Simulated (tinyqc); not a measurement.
Thin-film resistivity, exact integral against the thick limit.

Fuchs-Sondheimer for a film of thickness d, k = d/lam: rho0/rho = 1 - (3 (1 - ps)/(2 k)) int_1^infinity (t^-3 - t^-5)(1 - exp(-k t))/(1 - ps exp(-k t)) dt; thick limit rho/rho0 = 1 + 3 (1 - ps)/(8 k).

Parameters, values chosen for the exercise; metal values close to those of copper:
```
symbol  value     unit                               meaning
rho0     1.72  uohm cm                      bulk resistivity
lam      39.2       nm                   bulk mean free path
ps        0.4           specular share of surface scattering
```

Thin-film resistivity, exact integral against the thick limit:
```
d (nm)         k  rho/rho0, exact  thick limit  error of the limit (%)  rho (uohm cm)
2       0.051020           4.5270       5.4100                    19.5         7.7864
3.8     0.096939           3.0833       3.3211                    7.71         5.3033
7.4      0.18878           2.1869       2.1919                   0.226         3.7616
14       0.35714           1.6757       1.6300                   -2.73         2.8823
28       0.71429           1.3523       1.3150                   -2.76         2.3260
54        1.3776           1.1824       1.1633                   -1.61         2.0337
100       2.5510           1.0957       1.0882                  -0.682         1.8846
200       5.1020           1.0461       1.0441                  -0.193         1.7993
390       9.9490           1.0231       1.0226                 -0.0511         1.7598
```

rho/rho0 falls from 4.53 to 1.02. The error of the thick limit goes from 20 through a minimum of -2.8 (at d = 28 nm among the rows listed) to -0.051 %; it stays within 5 % for k of 0.1888 and above among the rows listed. The change of sign at small k is a crossing of two different laws, not agreement.

tinyqc, about 0.01 s, one thread, Intel Xeon 2.30GHz (shared host): `OMP_NUM_THREADS=1 python tinyqc.py 2100121 2100122 out.jsonl`
